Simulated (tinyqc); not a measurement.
Inside a calculation: Stoner model of a band ferromagnet. Values are carried at full precision from step to step, so a last printed digit may differ when a step is redone from the rounded ones.

Density of states per atom and spin: semi-elliptic, D(e) = (8 M/(pi W^2)) sqrt(W^2/4 - e^2). Levels e -/+ I m/2 for up and down spin, m = n_up - n_down, n_up + n_down = nd. At zero temperature e(N) is the energy below which N states lie, and E(m) = sum over spins of integral e D de - I m^2/4.

Inputs chosen for the exercise:

| symbol | value | unit | meaning |
|---|---|---|---|
| W | 3.5 | eV | band width, e from -W/2 to W/2 |
| M | 5 |  | states per atom and spin |
| nd | 8.01 |  | electrons per atom |
| I | 0.48 | eV | Stoner parameter |

## The paramagnetic state and the Stoner criterion

Find EF from nd/2 states per spin, D(EF) and the product I D(EF); below 1 the susceptibility is enhanced by 1/(1 - I D).

EF = 0.8639 eV
D(EF) = 1.5818 1/eV
I D(EF) = 0.7593

The paramagnet is locally stable, with a susceptibility enhanced 4.15 times.

## Energy against moment

Tabulate the splitting that the band needs, e(n_up) - e(n_down), against I m, and E(m) - E(0), at nine moments up to saturation m_max = min(nd, 2M - nd).

Energy curve:

| m | e(n_up) (eV) | e(n_down) (eV) | difference (eV) | I m (eV) | E - E(0) (meV) |
|---|---|---|---|---|---|
| 0.000 | 0.8639 | 0.8639 | 0.0000 | 0.0000 | 0.0 |
| 0.249 | 0.9438 | 0.7864 | 0.1574 | 0.1194 | 2.4 |
| 0.497 | 1.0265 | 0.7107 | 0.3158 | 0.2388 | 9.5 |
| 0.746 | 1.1130 | 0.6366 | 0.4763 | 0.3582 | 21.6 |
| 0.995 | 1.2042 | 0.5638 | 0.6404 | 0.4776 | 39.0 |
| 1.244 | 1.3023 | 0.4921 | 0.8102 | 0.5970 | 62.3 |
| 1.492 | 1.4106 | 0.4212 | 0.9893 | 0.7164 | 92.4 |
| 1.741 | 1.5378 | 0.3511 | 1.1867 | 0.8358 | 131.0 |
| 1.990 | 1.7500 | 0.2816 | 1.4684 | 0.9552 | 182.1 |

dE/dm is half of (difference - I m), so E falls wherever I m exceeds the difference.

## The ground state

Take the lowest of E(0), the stationary points e(n_up) - e(n_down) = I m, and saturation.

m = 0.000 muB
exchange splitting I m = 0.000 eV
E - E(0) = 0.0 meV

n_up, n_down: 4.005  4.005

The ground state is not magnetic.

## Checks

- States in the band over M against 1: both 1.000000.

Computed by tinyqc, a small Python program: `OMP_NUM_THREADS=1 python tinyqc.py 1650543 1650544 out.jsonl` (the numbers bound the seed that draws the inputs); one thread of a shared host (Intel(R) Xeon(R) Processor @ 2.30GHz), about 0.2 s for the whole set of steps.
